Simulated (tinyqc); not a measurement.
Valley-orbit splitting of a donor ground state, with strain: one step, computed by the program tinyqc. Command: `OMP_NUM_THREADS=1 python tinyqc.py 3005253 3005254 out.jsonl valleyorbit walk`. One thread of a shared host (Intel(R) Xeon(R) Processor @ 2.30GHz), about 0.01 s of CPU time with the checks.

The basis is the 1s envelope in each valley; energies are counted from the unstrained conduction-band edge. The strain is e_s (a a^T - 1/3) for the unit stress axis a, so valley j along n_j moves by Xi_u e_s w_j with w_j = (n_j.a)^2 - 1/3: -1/3 for x and y, +2/3 for z.

Problem. Levels and ground state under strain. Diagonalise H; the ground vector has positive components. The density at the nucleus, and so the contact hyperfine coupling, scales as (sum_j c_j)^2/(number of valleys), which is 1 without strain; the envelopes are held fixed.

Valleys: six along <100>. Stress axis: [001].

H (meV), lower triangle (symmetric):
```
          +x        -x        +y        -y        +z        -z
+x  -34.3462
-x   -2.1900  -34.3462
+y   -3.4400   -3.4400  -34.3462
-y   -3.4400   -3.4400   -2.1900  -34.3462
+z   -3.4400   -3.4400   -3.4400   -3.4400  -32.6476
-z   -3.4400   -3.4400   -3.4400   -3.4400   -2.1900  -32.6476
```

Give: levels; valley amplitudes of the ground state; hyperfine ratio A/A_0.

Solution.

levels (meV): -49.76  -32.16  -32.16  -30.46  -29.66  -28.49

valley amplitudes of the ground state: +x 0.4188, -x 0.4188, +y 0.4188, -y 0.4188, +z 0.3862, -z 0.3862

hyperfine ratio A/A_0 = 0.9986
